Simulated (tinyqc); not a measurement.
# Free and trapped electrons in a MOS channel with a dense trap tail: two studies

p-type body, charge-sheet picture, full ionisation (an idealisation for deep acceptors), Boltzmann statistics for free electrons. e = Ec - EF at the surface. Acceptor-like traps of density D(E) = D0 + De exp(-E/Ew) at depth E below Ec, from 0 to Eu, hold n_t = integral of D(E)/(1 + exp((e - E)/Vt)). psi = Eg - Vt ln(Nv/Na) - e; N_dep = sqrt(2 eps0 eps_r Na (psi - Vt)/q); n_f = sqrt(N_dep^2 + 2 eps0 eps_r Vt Nc exp(-e/Vt)/q) - N_dep; Vg = Vfb + psi + q (N_dep + n_t + n_f)/Cox, Cox = eps0 eox/tox.

Inputs (values chosen for the exercise); band and dielectric values close to those of silicon:
```
symbol    value         unit                                             meaning
T           400            K                                         temperature
Eg          1.1           eV                                            band gap
eps_r      11.6                                            relative permittivity
Nc      4.31e19        cm^-3              conduction-band density of states at T
Nv      4.16e19        cm^-3                 valence-band density of states at T
eox         3.9                           relative permittivity of the insulator
tox          26           nm                                 insulator thickness
Na       1.5e16        cm^-3                                    acceptor density
Vfb       -0.95            V            flat-band voltage without trapped charge
D0       1.6e11  cm^-2 eV^-1  constant background density of acceptor-like traps
De       1.6e13  cm^-2 eV^-1          density of the tail at the conduction edge
Ew         0.09           eV                            decay energy of the tail
Eu         0.76           eV        depth below Ec down to which the traps reach
mf           95   cm^2/(V s)                          mobility of free electrons
```

Constants: q = 1.602176634e-19 C, kB = 1.380649e-23 J/K, Vt = kB T/q, eps0 = 8.8541878128e-14 F/cm where lengths are in cm. Results are converted to the units shown.

Each table varies one quantity; the others keep the values above.

## Free and trapped charge against gate voltage

Free share n_f/(n_f + n_t); swing ln 10 n_f/(dn_f/dVg); field-effect mobility mf q (dn_f/dVg)/Cox, for a constant mf; oxide field q (N_dep + n_t + n_f)/(eps0 eox).

Free and trapped charge against gate voltage:
```
Vg (V),e (eV),n_f (cm^-2),n_t (cm^-2),free share (%),swing (mV/decade),field-effect mobility (cm^2/(V s)),oxide field (MV/cm)
-0.5,0.6229,7.488e5,2.356e10,0.003177,164.1,0.001204,0.09467
0.1,0.3087,4.008e9,1.320e11,2.948,207.9,5.087,0.2046
0.6,0.1890,1.011e11,3.146e11,24.32,689.7,38.67,0.3509
1.2,0.1349,3.565e11,4.967e11,41.78,1686,55.78,0.5608
1.7,0.1082,6.150e11,6.234e11,49.66,2609,62.21,0.7429
2.3,0.08503,9.549e11,7.555e11,55.83,3741,67.36,0.9647
2.9,0.06705,1.318e12,8.699e11,60.25,4876,71.35,1.189
3.4,0.05459,1.636e12,9.532e11,63.19,5819,74.19,1.376
4,0.04174,2.032e12,1.040e12,66.15,6950,77.17,1.602
```

What does the table show?

n_f reaches 1e11 cm^-2 at Vg = 0.597 V, against 0.219 V without traps. The free share rises from 0.00318 to 66.1 % and the field-effect mobility rises from 0.00120 to 77.2 cm^2/(V s), although mf = 95 is constant: in the last row 81.2 % of Cox dVg goes into free electrons. The swing in the first row is 164 mV a decade (Vt ln 10 = 79.4). For Vg = 2.9, 3.4, 4 EF lies less than 2 Vt below the band edge, or above it, where degeneracy and confinement, left out, matter.

## Effect of the acceptor density

Vfb is held fixed. VT is the Vg for n_f = 1e11 cm^-2; swing ln 10 n_f/(dn_f/dVg) at n_f = 1e8 cm^-2; the last three columns are for Vg = VT + 2.1 V, with free share n_f/(n_f + n_t) and field-effect mobility mf q (dn_f/dVg)/Cox; there EF is near the band edge, where Boltzmann statistics are rough.

Results:
```
Na (cm^-3),e at VT (eV),VT (V),q n_t/Cox at VT (V),swing (mV/decade),n_f (cm^-2),free share (%),field-effect mobility (cm^2/(V s))
1e15,0.2280,0.04846,0.2787,125.7,1.186e12,61.09,68.75
6e15,0.2039,0.3480,0.3365,139.1,1.195e12,59.94,69.56
1e16,0.1960,0.4756,0.3586,145.9,1.195e12,59.40,69.85
3e16,0.1779,0.8569,0.4159,167.0,1.187e12,57.80,70.50
8e16,0.1610,1.387,0.4793,196.7,1.168e12,55.79,70.98
2e17,0.1449,2.150,0.5501,238.4,1.138e12,53.42,71.21
5e17,0.1285,3.328,0.6331,300.6,1.096e12,50.65,71.04
```

Estimate the missing row, Na = 2e15 cm^-3.

Computed row:
```
Na (cm^-3),e at VT (eV),VT (V),q n_t/Cox at VT (V),swing (mV/decade),n_f (cm^-2),free share (%),field-effect mobility (cm^2/(V s))
2e15,0.2195,0.1431,0.2976,129.2,1.191e12,60.76,69.02
```

With this row back in the table: As Na goes from 1e15 to 5e17, VT rises from 0.0485 to 3.33 V, its part due to traps rises from 0.279 to 0.633 V, the swing rises from 126 to 301 mV/decade and the field-effect mobility goes from 68.8 through a maximum of 71.2 (at Na = 2e17 among the rows listed) to 71.0 cm^2/(V s). Most of the rise of VT is depletion charge; the trap part grows since the same n_f needs EF nearer the band edge at heavier doping.

Program tinyqc, `OMP_NUM_THREADS=1 python tinyqc.py 2222024 2222025 out.jsonl`; Intel Xeon 2.30GHz, shared host, one thread, about 0.02 s.
